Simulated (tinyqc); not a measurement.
Worked calculation (part 2 of 2): UKS/BLYP in the sto-6g basis, for BeH, spin multiplicity 2. Computed by tinyqc, a small Python program that keeps every step (integrals from PySCF). Command: `OMP_NUM_THREADS=1 python tinyqc.py 20196 20197 out.jsonl` (the two numbers bound the seeds that draw the settings). One thread of a shared host (Intel(R) Xeon(R) Processor @ 2.60GHz), about 3 s of CPU time with the checks.

Geometry (angstrom):
```
atom        x        y        z
Be    0.00000  0.00000  0.00000
H     0.00000  0.00000  1.90300
```

## Iteration 2: DIIS over 2 matrices

error matrix X^T (FDS - SDF) X (alpha):
$$\begin{pmatrix}
0.00000 & -0.01051 & 0.00000 & 0.00000 & 0.00745 & 0.00774 \\
0.01051 & 0.00000 & 0.00000 & 0.00000 & -0.01203 & -0.02720 \\
0.00000 & 0.00000 & 0.00000 & -0.00002 & 0.00000 & 0.00000 \\
0.00000 & 0.00000 & 0.00002 & 0.00000 & 0.00000 & 0.00000 \\
-0.00745 & 0.01203 & 0.00000 & 0.00000 & 0.00000 & -0.04931 \\
-0.00774 & 0.02720 & 0.00000 & 0.00000 & 0.04931 & 0.00000
\end{pmatrix}$$

B (overlaps of the stored error matrices):
$$\begin{pmatrix}
7.3154871e-02 & -2.2882421e-02 \\
-2.2882421e-02 & 1.8983013e-02
\end{pmatrix}$$

Minimise |sum c_i e_i|^2 with sum c_i = 1: solve [B -1; -1 0][c; lambda] = [0; -1] with B_ij = tr e_i^T e_j summed over both spins, and take F = sum c_i F_i.

DIIS coefficients: [0.30359, 0.69641]

extrapolated F(alpha) (hartree), order 1Be 1s, 1Be 2s, 1Be 2px, 1Be 2py, 1Be 2pz, 2H 1s:
$$\begin{pmatrix}
-3.79060 & -1.06838 & 0.00000 & 0.00000 & 0.00851 & -0.08622 \\
-1.06838 & -0.44996 & 0.00000 & 0.00000 & 0.03218 & -0.11944 \\
0.00000 & 0.00000 & -0.01770 & 0.00242 & 0.00000 & 0.00000 \\
0.00000 & 0.00000 & 0.00242 & 0.00741 & 0.00000 & 0.00000 \\
0.00851 & 0.03218 & 0.00000 & 0.00000 & -0.01505 & -0.10662 \\
-0.08622 & -0.11944 & 0.00000 & 0.00000 & -0.10662 & -0.04871
\end{pmatrix}$$

extrapolated F(beta) (hartree), order 1Be 1s, 1Be 2s, 1Be 2px, 1Be 2py, 1Be 2pz, 2H 1s:
$$\begin{pmatrix}
-3.77747 & -1.06139 & 0.00000 & 0.00000 & 0.00582 & -0.08587 \\
-1.06139 & -0.40283 & 0.00000 & 0.00000 & 0.00761 & -0.11702 \\
0.00000 & 0.00000 & 0.05993 & -0.00192 & 0.00000 & 0.00000 \\
0.00000 & 0.00000 & -0.00192 & 0.03780 & 0.00000 & 0.00000 \\
0.00582 & 0.00761 & 0.00000 & 0.00000 & 0.01888 & -0.10568 \\
-0.08587 & -0.11702 & 0.00000 & 0.00000 & -0.10568 & -0.04227
\end{pmatrix}$$

## Iteration 2: diagonalisation and new density

X, order 1Be 1s, 1Be 2s, 1Be 2px, 1Be 2py, 1Be 2pz, 2H 1s:
$$\begin{pmatrix}
1.02625 & -0.13730 & 0.00000 & 0.00000 & -0.00563 & 0.01841 \\
-0.13730 & 1.05732 & 0.00000 & 0.00000 & 0.04018 & -0.15277 \\
0.00000 & 0.00000 & 1.00000 & 0.00000 & 0.00000 & 0.00000 \\
0.00000 & 0.00000 & 0.00000 & 1.00000 & 0.00000 & 0.00000 \\
-0.00563 & 0.04018 & 0.00000 & 0.00000 & 1.05083 & -0.19424 \\
0.01841 & -0.15277 & 0.00000 & 0.00000 & -0.19424 & 1.08123
\end{pmatrix}$$

D(alpha) after iteration 1, order 1Be 1s, 1Be 2s, 1Be 2px, 1Be 2py, 1Be 2pz, 2H 1s:
$$\begin{pmatrix}
1.03837 & -0.16335 & 0.00000 & 0.00000 & 0.04028 & -0.03662 \\
-0.16335 & 0.69234 & 0.00000 & 0.00000 & -0.17022 & 0.06663 \\
0.00000 & 0.00000 & 0.29792 & -0.02491 & 0.00000 & 0.00000 \\
0.00000 & 0.00000 & -0.02491 & 0.00208 & 0.00000 & 0.00000 \\
0.04028 & -0.17022 & 0.00000 & 0.00000 & 0.28704 & 0.28695 \\
-0.03662 & 0.06663 & 0.00000 & 0.00000 & 0.28695 & 0.53607
\end{pmatrix}$$

D(beta) after iteration 1, order 1Be 1s, 1Be 2s, 1Be 2px, 1Be 2py, 1Be 2pz, 2H 1s:
$$\begin{pmatrix}
0.99732 & -0.01413 & 0.00000 & 0.00000 & -0.03692 & -0.09110 \\
-0.01413 & 0.14994 & 0.00000 & 0.00000 & 0.10939 & 0.26397 \\
0.00000 & 0.00000 & 0.00000 & 0.00000 & 0.00000 & 0.00000 \\
0.00000 & 0.00000 & 0.00000 & 0.00000 & 0.00000 & 0.00000 \\
-0.03692 & 0.10939 & 0.00000 & 0.00000 & 0.12790 & 0.17079 \\
-0.09110 & 0.26397 & 0.00000 & 0.00000 & 0.17079 & 0.48108
\end{pmatrix}$$

overlap S, order 1Be 1s, 1Be 2s, 1Be 2px, 1Be 2py, 1Be 2pz, 2H 1s:
$$\begin{pmatrix}
1.00000 & 0.25476 & 0.00000 & 0.00000 & 0.00000 & 0.02032 \\
0.25476 & 1.00000 & 0.00000 & 0.00000 & 0.00000 & 0.26132 \\
0.00000 & 0.00000 & 1.00000 & 0.00000 & 0.00000 & 0.00000 \\
0.00000 & 0.00000 & 0.00000 & 1.00000 & 0.00000 & 0.00000 \\
0.00000 & 0.00000 & 0.00000 & 0.00000 & 1.00000 & 0.34165 \\
0.02032 & 0.26132 & 0.00000 & 0.00000 & 0.34165 & 1.00000
\end{pmatrix}$$

Diagonalise F' = X^T F X, C = X C', fill 3 alpha and 2 beta electrons from the bottom; D(s) = C_occ C_occ^T; the new density keeps 0.3 of the old one (damping). Each column has its largest component positive (the first on a tie).

F' = X^T F X (alpha) (hartree):
$$\begin{pmatrix}
-3.70234 & -0.57111 & 0.00000 & 0.00000 & -0.00394 & 0.01076 \\
-0.57111 & -0.22652 & 0.00000 & 0.00000 & 0.06355 & -0.09344 \\
0.00000 & 0.00000 & -0.01770 & 0.00242 & 0.00000 & 0.00000 \\
0.00000 & 0.00000 & 0.00242 & 0.00741 & 0.00000 & 0.00000 \\
-0.00394 & 0.06355 & 0.00000 & 0.00000 & 0.02900 & -0.12356 \\
0.01076 & -0.09344 & 0.00000 & 0.00000 & -0.12356 & 0.01937
\end{pmatrix}$$

orbital energies (alpha) (hartree): MO1 -3.79379, MO2 -0.17965, MO3 -0.09336, MO4 -0.01793, MO5 0.00764, MO6 0.18631

coefficients C (alpha), order 1Be 1s, 1Be 2s, 1Be 2px, 1Be 2py, 1Be 2pz, 2H 1s:
$$\begin{pmatrix}
0.99165 & -0.26437 & 0.08126 & 0.00000 & 0.00000 & 0.11201 \\
0.03140 & 0.90794 & -0.32726 & 0.00000 & 0.00000 & -0.47885 \\
0.00000 & 0.00000 & 0.00000 & 0.99546 & 0.09519 & 0.00000 \\
0.00000 & 0.00000 & 0.00000 & -0.09519 & 0.99546 & 0.00000 \\
-0.00107 & -0.07899 & 0.65752 & 0.00000 & 0.00000 & -0.83968 \\
-0.00455 & 0.30872 & 0.55733 & 0.00000 & 0.00000 & 0.90803
\end{pmatrix}$$

F' = X^T F X (beta) (hartree):
$$\begin{pmatrix}
-3.68961 & -0.57189 & 0.00000 & 0.00000 & -0.00355 & 0.01092 \\
-0.57189 & -0.17825 & 0.00000 & 0.00000 & 0.03949 & -0.09416 \\
0.00000 & 0.00000 & 0.05993 & -0.00192 & 0.00000 & 0.00000 \\
0.00000 & 0.00000 & -0.00192 & 0.03780 & 0.00000 & 0.00000 \\
-0.00355 & 0.03949 & 0.00000 & 0.00000 & 0.06432 & -0.12676 \\
0.01092 & -0.09416 & 0.00000 & 0.00000 & -0.12676 & 0.02663
\end{pmatrix}$$

orbital energies (beta) (hartree): MO1 -3.78041, MO2 -0.14668, MO3 -0.05319, MO4 0.03763, MO5 0.06010, MO6 0.20337

coefficients C (beta), order 1Be 1s, 1Be 2s, 1Be 2px, 1Be 2py, 1Be 2pz, 2H 1s:
$$\begin{pmatrix}
0.99204 & -0.22565 & 0.16152 & 0.00000 & 0.00000 & 0.10613 \\
0.03004 & 0.76321 & -0.60849 & 0.00000 & 0.00000 & -0.45616 \\
0.00000 & 0.00000 & 0.00000 & 0.08587 & 0.99631 & 0.00000 \\
0.00000 & 0.00000 & 0.00000 & 0.99631 & -0.08587 & 0.00000 \\
-0.00016 & 0.12877 & 0.61890 & 0.00000 & 0.00000 & -0.86256 \\
-0.00454 & 0.46458 & 0.46755 & 0.00000 & 0.00000 & 0.89219
\end{pmatrix}$$

D(alpha) after iteration 2, order 1Be 1s, 1Be 2s, 1Be 2px, 1Be 2py, 1Be 2pz, 2H 1s:
$$\begin{pmatrix}
1.05342 & -0.21384 & 0.00000 & 0.00000 & 0.06336 & -0.03957 \\
-0.21384 & 0.86041 & 0.00000 & 0.00000 & -0.25192 & 0.08843 \\
0.00000 & 0.00000 & 0.08938 & -0.00747 & 0.00000 & 0.00000 \\
0.00000 & 0.00000 & -0.00747 & 0.00062 & 0.00000 & 0.00000 \\
0.06336 & -0.25192 & 0.00000 & 0.00000 & 0.39311 & 0.32553 \\
-0.03957 & 0.08843 & 0.00000 & 0.00000 & 0.32553 & 0.44498
\end{pmatrix}$$

D(beta) after iteration 2, order 1Be 1s, 1Be 2s, 1Be 2px, 1Be 2py, 1Be 2pz, 2H 1s:
$$\begin{pmatrix}
1.02374 & -0.10394 & 0.00000 & 0.00000 & -0.03153 & -0.10387 \\
-0.10394 & 0.45336 & 0.00000 & 0.00000 & 0.10161 & 0.32730 \\
0.00000 & 0.00000 & 0.00000 & 0.00000 & 0.00000 & 0.00000 \\
0.00000 & 0.00000 & 0.00000 & 0.00000 & 0.00000 & 0.00000 \\
-0.03153 & 0.10161 & 0.00000 & 0.00000 & 0.04998 & 0.09311 \\
-0.10387 & 0.32730 & 0.00000 & 0.00000 & 0.09311 & 0.29542
\end{pmatrix}$$

## Iteration 21 (converged): orbitals

converged F(alpha) (hartree), order 1Be 1s, 1Be 2s, 1Be 2px, 1Be 2py, 1Be 2pz, 2H 1s:
$$\begin{pmatrix}
-3.75987 & -1.06362 & 0.00000 & 0.00000 & 0.00325 & -0.08611 \\
-1.06362 & -0.44316 & 0.00000 & 0.00000 & 0.01595 & -0.13120 \\
0.00000 & 0.00000 & 0.00830 & 0.00000 & 0.00000 & 0.00000 \\
0.00000 & 0.00000 & 0.00000 & 0.00830 & 0.00000 & 0.00000 \\
0.00325 & 0.01595 & 0.00000 & 0.00000 & -0.02155 & -0.12641 \\
-0.08611 & -0.13120 & 0.00000 & 0.00000 & -0.12641 & -0.12844
\end{pmatrix}$$

converged F(beta) (hartree), order 1Be 1s, 1Be 2s, 1Be 2px, 1Be 2py, 1Be 2pz, 2H 1s:
$$\begin{pmatrix}
-3.74937 & -1.05945 & 0.00000 & 0.00000 & -0.00365 & -0.08614 \\
-1.05945 & -0.40978 & 0.00000 & 0.00000 & -0.03737 & -0.12680 \\
0.00000 & 0.00000 & 0.03160 & 0.00000 & 0.00000 & 0.00000 \\
0.00000 & 0.00000 & 0.00000 & 0.03160 & 0.00000 & 0.00000 \\
-0.00365 & -0.03737 & 0.00000 & 0.00000 & 0.03222 & -0.11997 \\
-0.08614 & -0.12680 & 0.00000 & 0.00000 & -0.11997 & -0.07062
\end{pmatrix}$$

Diagonalise F' = X^T F X, C = X C', fill 3 alpha and 2 beta electrons from the bottom; D(s) = C_occ C_occ^T. Each column has its largest component positive (the first on a tie).

F' = X^T F X (alpha) (hartree):
$$\begin{pmatrix}
-3.67111 & -0.57151 & 0.00000 & 0.00000 & -0.00771 & 0.01182 \\
-0.57151 & -0.21887 & 0.00000 & 0.00000 & 0.04969 & -0.09309 \\
0.00000 & 0.00000 & 0.00830 & 0.00000 & 0.00000 & 0.00000 \\
0.00000 & 0.00000 & 0.00000 & 0.00830 & 0.00000 & 0.00000 \\
-0.00771 & 0.04969 & 0.00000 & 0.00000 & 0.02578 & -0.12700 \\
0.01182 & -0.09309 & 0.00000 & 0.00000 & -0.12700 & -0.06266
\end{pmatrix}$$

orbital energies (alpha) (hartree): MO1 -3.76327, MO2 -0.20146, MO3 -0.11193, MO4 0.00830, MO5 0.00830, MO6 0.14979

coefficients C (alpha), order 1Be 1s, 1Be 2s, 1Be 2px, 1Be 2py, 1Be 2pz, 2H 1s:
$$\begin{pmatrix}
0.99132 & -0.19862 & -0.19296 & 0.00000 & 0.00000 & -0.11411 \\
0.03265 & 0.65147 & 0.71475 & 0.00000 & 0.00000 & 0.47475 \\
0.00000 & 0.00000 & 0.00000 & 0.99655 & 0.08297 & 0.00000 \\
0.00000 & 0.00000 & 0.00000 & -0.08297 & 0.99655 & 0.00000 \\
0.00062 & 0.13210 & -0.55863 & 0.00000 & 0.00000 & 0.90228 \\
-0.00522 & 0.58194 & -0.45044 & 0.00000 & 0.00000 & -0.82999
\end{pmatrix}$$

F' = X^T F X (beta) (hartree):
$$\begin{pmatrix}
-3.66061 & -0.57288 & 0.00000 & 0.00000 & -0.00779 & 0.01242 \\
-0.57288 & -0.18709 & 0.00000 & 0.00000 & -0.00529 & -0.09162 \\
0.00000 & 0.00000 & 0.03160 & 0.00000 & 0.00000 & 0.00000 \\
0.00000 & 0.00000 & 0.00000 & 0.03160 & 0.00000 & 0.00000 \\
-0.00779 & -0.00529 & 0.00000 & 0.00000 & 0.08027 & -0.13360 \\
0.01242 & -0.09162 & 0.00000 & 0.00000 & -0.13360 & 0.00045
\end{pmatrix}$$

orbital energies (beta) (hartree): MO1 -3.75268, MO2 -0.17737, MO3 -0.02695, MO4 0.03160, MO5 0.03160, MO6 0.19002

coefficients C (beta), order 1Be 1s, 1Be 2s, 1Be 2px, 1Be 2py, 1Be 2pz, 2H 1s:
$$\begin{pmatrix}
0.99147 & -0.20391 & -0.20563 & 0.00000 & 0.00000 & -0.07448 \\
0.03217 & 0.67687 & 0.76999 & 0.00000 & 0.00000 & 0.33114 \\
0.00000 & 0.00000 & 0.00000 & 0.08157 & 0.99667 & 0.00000 \\
0.00000 & 0.00000 & 0.00000 & 0.99667 & -0.08157 & 0.00000 \\
0.00304 & 0.25756 & -0.47407 & 0.00000 & 0.00000 & 0.92333 \\
-0.00576 & 0.49574 & -0.50622 & 0.00000 & 0.00000 & -0.85347
\end{pmatrix}$$

D(alpha) after iteration 21, order 1Be 1s, 1Be 2s, 1Be 2px, 1Be 2py, 1Be 2pz, 2H 1s:
$$\begin{pmatrix}
1.05940 & -0.23495 & 0.00000 & 0.00000 & 0.08217 & -0.03384 \\
-0.23495 & 0.93635 & 0.00000 & 0.00000 & -0.31320 & 0.05699 \\
0.00000 & 0.00000 & 0.00000 & 0.00000 & 0.00000 & 0.00000 \\
0.00000 & 0.00000 & 0.00000 & 0.00000 & 0.00000 & 0.00000 \\
0.08217 & -0.31320 & 0.00000 & 0.00000 & 0.32952 & 0.32850 \\
-0.03384 & 0.05699 & 0.00000 & 0.00000 & 0.32850 & 0.54158
\end{pmatrix}$$

D(beta) after iteration 21, order 1Be 1s, 1Be 2s, 1Be 2px, 1Be 2py, 1Be 2pz, 2H 1s:
$$\begin{pmatrix}
1.02459 & -0.10612 & 0.00000 & 0.00000 & -0.04950 & -0.10680 \\
-0.10612 & 0.45919 & 0.00000 & 0.00000 & 0.17443 & 0.33536 \\
0.00000 & 0.00000 & 0.00000 & 0.00000 & 0.00000 & 0.00000 \\
0.00000 & 0.00000 & 0.00000 & 0.00000 & 0.00000 & 0.00000 \\
-0.04950 & 0.17443 & 0.00000 & 0.00000 & 0.06635 & 0.12766 \\
-0.10680 & 0.33536 & 0.00000 & 0.00000 & 0.12766 & 0.24579
\end{pmatrix}$$

Within a degenerate level the vectors are fixed only up to a rotation; this is one choice.

## Convergence

Stop when the energy changes by less than 1e-10 hartree and every element of the error matrix X^T (F D S - S D F) X (for each spin) is below 3e-06.

Course of the cycle:
```
iteration  E (hartree)     change  largest element of the error matrix
1          -14.9250630          -                             1.20e-01
2          -15.0411907  -1.16e-01                             6.66e-02
3          -15.0975765  -5.64e-02                             2.88e-02
4          -15.1174862  -1.99e-02                             1.21e-02
5          -15.1237099  -6.22e-03                             6.97e-03
6          -15.1257072  -2.00e-03                             3.17e-03
7          -15.1263378  -6.31e-04                             1.08e-03
8          -15.1265315  -1.94e-04                             2.96e-04
9          -15.1265900  -5.85e-05                             8.76e-05
10         -15.1266075  -1.76e-05                             2.61e-05
11         -15.1266128  -5.28e-06                             7.79e-06
12         -15.1266144  -1.58e-06                             2.34e-06
13         -15.1266149  -4.75e-07                             7.02e-07
14         -15.1266150  -1.42e-07                             2.11e-07
15         -15.1266151  -4.27e-08                             6.32e-08
16         -15.1266151  -1.28e-08                             1.90e-08
17         -15.1266151  -3.85e-09                             5.69e-09
18         -15.1266151  -1.15e-09                             1.71e-09
19         -15.1266151  -3.46e-10                             5.12e-10
20         -15.1266151  -1.04e-10                             1.54e-10
21         -15.1266151  -3.12e-11                             4.61e-11
```

PySCF UKS in the same basis, fine grid, after a stability check = -15.1360851 hartree

Converged in 21 iterations. The coarse grid moves the energy by +9.47e-03 hartree.

## Populations, bond orders and dipole

Mulliken: Z minus the diagonal of D S on the atom; Loewdin: the same with S^(1/2) D S^(1/2); Mayer order: 2 sum_s sum (D(s) S)_ij (D(s) S)_ji over the two atoms.

Charges (e):
```
atom  Mulliken   Loewdin  Mulliken spin
1Be    0.04288   0.03806        0.70686
2H    -0.04288  -0.03806        0.29314
```

Mayer bond orders:
```
pair    order
2-1   0.91223
```

dipole moment about the origin, x y z (debye): [0.00000, 0.00000, -0.65901]

<S^2> of the determinant (pure state: 0.75) = 0.76392
